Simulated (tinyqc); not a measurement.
Worked calculation: RKS/PBE in the sto-6g basis, for H6, spin multiplicity 1. One step of it, computed by the program tinyqc.

Question. Iteration 1: building the Kohn-Sham matrix. J_ij = sum D_kl (ij|kl); F = H + J + V_xc; E = tr D H + tr D J / 2 + E_xc + E_nn.

D at the start, order 1H 1s, 2H 1s, 3H 1s, 4H 1s, 5H 1s, 6H 1s:
```
[[0.964026, 0.091778, 0.008073, 0.000941, 0.000277, -0.000025],
 [0.091778, 0.947377, 0.079908, 0.007373, 0.003421, 0.000277],
 [0.008073, 0.079908, 0.948375, 0.092385, 0.007373, 0.000941],
 [0.000941, 0.007373, 0.092385, 0.948375, 0.079908, 0.008073],
 [0.000277, 0.003421, 0.007373, 0.079908, 0.947377, 0.091778],
 [-0.000025, 0.000277, 0.000941, 0.008073, 0.091778, 0.964026]]
```

core Hamiltonian H = T + V (hartree), order 1H 1s, 2H 1s, 3H 1s, 4H 1s, 5H 1s, 6H 1s:
```
[[-1.391357, -0.747612, -0.056714, -0.006280, -0.000163, -0.000009],
 [-0.747612, -1.613120, -0.390574, -0.058844, -0.002271, -0.000163],
 [-0.056714, -0.390574, -1.719259, -0.826864, -0.058844, -0.006280],
 [-0.006280, -0.058844, -0.826864, -1.719259, -0.390574, -0.056714],
 [-0.000163, -0.002271, -0.058844, -0.390574, -1.613120, -0.747612],
 [-0.000009, -0.000163, -0.006280, -0.056714, -0.747612, -1.391357]]
```

Two-electron integrals (ij|kl) in chemists' order, unique and non-zero (hartree):
```
(11|11) 0.774999   (21|11) 0.231080   (21|21) 0.094322   (22|11) 0.420936
(22|21) 0.231080   (22|22) 0.774999   (31|11) 0.010056   (31|21) 0.004660
(31|22) 0.013693   (31|31) 0.000310   (32|11) 0.051662   (32|21) 0.027832
(32|22) 0.098072   (32|31) 0.002341   (32|32) 0.020346   (33|11) 0.183654
(33|21) 0.091979   (33|22) 0.309530   (33|31) 0.010056   (33|32) 0.098072
(33|33) 0.774999   (41|11) 0.000822   (41|21) 0.000392   (41|22) 0.001186
(41|31) 0.000029   (41|32) 0.000231   (41|33) 0.001186   (41|41) 2.93e-06
(42|11) 0.005741   (42|21) 0.002963   (42|22) 0.010056   (42|31) 0.000264
(42|32) 0.002341   (42|33) 0.013693   (42|41) 0.000029   (42|42) 0.000310
(43|11) 0.060189   (43|21) 0.028855   (43|22) 0.091979   (43|31) 0.002963
(43|32) 0.027832   (43|33) 0.231080   (43|41) 0.000392   (43|42) 0.004660
(43|43) 0.094322   (44|11) 0.130019   (44|21) 0.060189   (44|22) 0.183654
(44|31) 0.005741   (44|32) 0.051662   (44|33) 0.420936   (44|41) 0.000822
(44|42) 0.010056   (44|43) 0.231080   (44|44) 0.774999   (51|11) 0.000014
(51|21) 0.000007   (51|22) 0.000021   (51|31) 5.74e-07   (51|32) 4.93e-06
(51|33) 0.000029   (51|41) 6.42e-08   (51|42) 6.84e-07   (51|43) 0.000011
(51|44) 0.000025   (52|11) 0.000162   (52|21) 0.000080   (52|22) 0.000259
(52|31) 0.000007   (52|32) 0.000065   (52|33) 0.000420   (52|41) 8.69e-07
(52|42) 0.000010   (52|43) 0.000165   (52|44) 0.000420   (52|51) 2.29e-08
(52|52) 3.50e-07   (53|11) 0.003364   (53|21) 0.001555   (53|22) 0.004741
(53|31) 0.000147   (53|32) 0.001310   (53|33) 0.010056   (53|41) 0.000019
(53|42) 0.000228   (53|43) 0.004660   (53|44) 0.013693   (53|51) 5.74e-07
(53|52) 0.000010   (53|53) 0.000310   (54|11) 0.020965   (54|21) 0.009427
(54|22) 0.027778   (54|31) 0.000832   (54|32) 0.007133   (54|33) 0.051662
(54|41) 0.000112   (54|42) 0.001310   (54|43) 0.027832   (54|44) 0.098072
(54|51) 3.58e-06   (54|52) 0.000065   (54|53) 0.002341   (54|54) 0.020346
(55|11) 0.091839   (55|21) 0.040351   (55|22) 0.115718   (55|31) 0.003364
(55|32) 0.027778   (55|33) 0.183654   (55|41) 0.000423   (55|42) 0.004741
(55|43) 0.091979   (55|44) 0.309530   (55|51) 0.000014   (55|52) 0.000259
(55|53) 0.010056   (55|54) 0.098072   (55|55) 0.774999   (61|11) 5.48e-07
(61|21) 2.63e-07   (61|22) 8.32e-07   (61|31) 2.44e-08   (61|32) 2.16e-07
(61|33) 1.45e-06   (61|42) 3.30e-08   (61|43) 5.76e-07   (61|44) 1.45e-06
(61|53) 3.30e-08   (61|54) 2.16e-07   (61|55) 8.32e-07   (62|11) 0.000009
(62|21) 4.35e-06   (62|22) 0.000014   (62|31) 4.04e-07   (62|32) 3.58e-06
(62|33) 0.000025   (62|41) 5.05e-08   (62|42) 5.74e-07   (62|43) 0.000011
(62|44) 0.000029   (62|52) 2.29e-08   (62|53) 6.84e-07   (62|54) 4.93e-06
(62|55) 0.000021   (63|11) 0.000313   (63|21) 0.000142   (63|22) 0.000423
(63|31) 0.000013   (63|32) 0.000112   (63|33) 0.000822   (63|41) 1.68e-06
(63|42) 0.000019   (63|43) 0.000392   (63|44) 0.001186   (63|51) 5.05e-08
(63|52) 8.69e-07   (63|53) 0.000029   (63|54) 0.000231   (63|55) 0.001186
(63|62) 6.42e-08   (63|63) 2.93e-06   (64|11) 0.002614   (64|21) 0.001160
(64|22) 0.003364   (64|31) 0.000099   (64|32) 0.000832   (64|33) 0.005741
(64|41) 0.000013   (64|42) 0.000147   (64|43) 0.002963   (64|44) 0.010056
(64|51) 4.04e-07   (64|52) 0.000007   (64|53) 0.000264   (64|54) 0.002341
(64|55) 0.013693   (64|61) 2.44e-08   (64|62) 5.74e-07   (64|63) 0.000029
(64|64) 0.000310   (65|11) 0.032774   (65|21) 0.014245   (65|22) 0.040351
(65|31) 0.001160   (65|32) 0.009427   (65|33) 0.060189   (65|41) 0.000142
(65|42) 0.001555   (65|43) 0.028855   (65|44) 0.091979   (65|51) 4.35e-06
(65|52) 0.000080   (65|53) 0.002963   (65|54) 0.027832   (65|55) 0.231080
(65|61) 2.63e-07   (65|62) 0.000007   (65|63) 0.000392   (65|64) 0.004660
(65|65) 0.094322   (66|11) 0.076130   (66|21) 0.032774   (66|22) 0.091839
(66|31) 0.002614   (66|32) 0.020965   (66|33) 0.130019   (66|41) 0.000313
(66|42) 0.003364   (66|43) 0.060189   (66|44) 0.183654   (66|51) 0.000009
(66|52) 0.000162   (66|53) 0.005741   (66|54) 0.051662   (66|55) 0.420936
(66|61) 5.48e-07   (66|62) 0.000014   (66|63) 0.000822   (66|64) 0.010056
(66|65) 0.231080   (66|66) 0.774999
```

nuclear repulsion = 3.33096405 hartree

V_xc (hartree), order 1H 1s, 2H 1s, 3H 1s, 4H 1s, 5H 1s, 6H 1s:
```
[[-0.434251, -0.152854, -0.008340, -0.000815, -0.000017, -0.000001],
 [-0.152854, -0.437445, -0.063322, -0.008339, -0.000268, -0.000017],
 [-0.008340, -0.063322, -0.437516, -0.152961, -0.008339, -0.000815],
 [-0.000815, -0.008339, -0.152961, -0.437516, -0.063322, -0.008340],
 [-0.000017, -0.000268, -0.008339, -0.063322, -0.437445, -0.152854],
 [-0.000001, -0.000017, -0.000815, -0.008340, -0.152854, -0.434251]]
```

E_xc = sum of w rho eps_xc = -2.03321470 hartree

Give: Coulomb J; Kohn-Sham matrix F; total energy of this density.

Answer.

Coulomb J (hartree), order 1H 1s, 2H 1s, 3H 1s, 4H 1s, 5H 1s, 6H 1s:
```
[[1.6753, 0.6872, 0.0455, 0.0048, 0.0001, 0.0000],
 [0.6872, 1.8933, 0.3477, 0.0476, 0.0017, 0.0001],
 [0.0455, 0.3477, 1.9990, 0.7658, 0.0476, 0.0048],
 [0.0048, 0.0476, 0.7658, 1.9990, 0.3477, 0.0455],
 [0.0001, 0.0017, 0.0476, 0.3477, 1.8933, 0.6872],
 [0.0000, 0.0001, 0.0048, 0.0455, 0.6872, 1.6753]]
```

Kohn-Sham matrix F (hartree), order 1H 1s, 2H 1s, 3H 1s, 4H 1s, 5H 1s, 6H 1s:
```
[[-0.1503, -0.2133, -0.0196, -0.0023, -0.0001, 0.0000],
 [-0.2133, -0.1572, -0.1062, -0.0196, -0.0009, -0.0001],
 [-0.0196, -0.1062, -0.1578, -0.2140, -0.0196, -0.0023],
 [-0.0023, -0.0196, -0.2140, -0.1578, -0.1062, -0.0196],
 [-0.0001, -0.0009, -0.0196, -0.1062, -0.1572, -0.2133],
 [0.0000, -0.0001, -0.0023, -0.0196, -0.2133, -0.1503]]
```

total energy of this density = -2.699606 hartree

This density is the starting one; it is not idempotent, so its energy is not variational and may lie below the converged one.
